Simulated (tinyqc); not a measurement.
Floating body of a partially depleted SOI transistor: body voltage and kink: one step of the calculation.

Source at 0 V. Channel current Ic = 2 nf K Vt^2 [F(0) - F(Vd)](1 + la Vd), F(V) = ln^2(1 + exp((Vg - VT - nf V)/(2 nf Vt))), VT = VT0 - gb Vb. Saturation voltage Vs = 2 Vt sqrt(F(0)) + 3 Vt, excess Ve = (Vd - Vs + sqrt((Vd - Vs)^2 + 0.0004 V^2))/2, multiplication M1 = Ai Ve exp(-Bl/Ve). Each junction passes D(v) = J1 (exp(v/Vt) - 1) + J2 (exp(v/(2 Vt)) - 1). Bipolar current Ib = bb J1 (exp(Vb/Vt) - 1). The body settles where M1 (Ic + Ib) = D(Vb) + D(Vb - Vd) + Vb/Rb; drain current Id = (1 + M1)(Ic + Ib) - D(Vb - Vd).

Task. New Vb. Current into the body I_in = M1 (Ic + Ib) - D(Vb - Vd), current out I_out = D(Vb) + Vb/Rb; f = ln(I_in/I_out), s = df/dVb by central differences over 1e-5 V, Vb(new) = Vb - f/s.

Inputs (values chosen for the exercise); values of the order met in partially depleted silicon-on-insulator transistors:
- T = 300 K (temperature)
- VT0 = 0.43 V (threshold at zero body voltage)
- gb = 0.26 (fall of the threshold per volt of body voltage)
- nf = 1.34 (slope factor)
- K = 350 uA/(V^2 um) (gain factor per width)
- la = 0.05 1/V (channel-length modulation factor)
- Ai = 3.03 1/V (impact-ionisation prefactor)
- Bl = 8 V (impact-ionisation voltage)
- J1 = 1.5e-12 uA/um (diffusion saturation current of each junction)
- J2 = 2.8e-9 uA/um (recombination saturation current of each junction)
- bb = 0 (gain of the lateral bipolar transistor on the diffusion current)
- Rb = 1e9 kohm um (resistance of a weak body tie to the source (1e9 stands for no tie, and the term is then dropped))
- Vg = 0.43 V (gate voltage)
- Vd = 1.3 V (drain voltage)

Constants: q = 1.602176634e-19 C, kB = 1.380649e-23 J/K, Vt = kB T/q. Results are converted to the units shown.

Vb at the start = 0.64 V

Give: Ic; Ve; M1; I_in; I_out; f; s; Vb after iteration 1.

Result.

Ic = 4.1342 uA/um
Ve = 1.0939 V
M1 = 0.0022091
I_in = 0.0091328 uA/um
I_out = 0.085313 uA/um
f = -2.2345
s = -37.117 1/V
Vb after iteration 1 = 0.57980 V

Range of the model: The multiplication law is an empirical form chosen for the exercise; self-heating and capacitive coupling to the body are left out, and the linear laws are rough once Vb passes about 0.7 V or M1 about 0.1.

Program tinyqc, `OMP_NUM_THREADS=1 python tinyqc.py 2182097 2182098 out.jsonl`; Intel Xeon 2.30GHz, shared host, one thread, about 0.2 s.
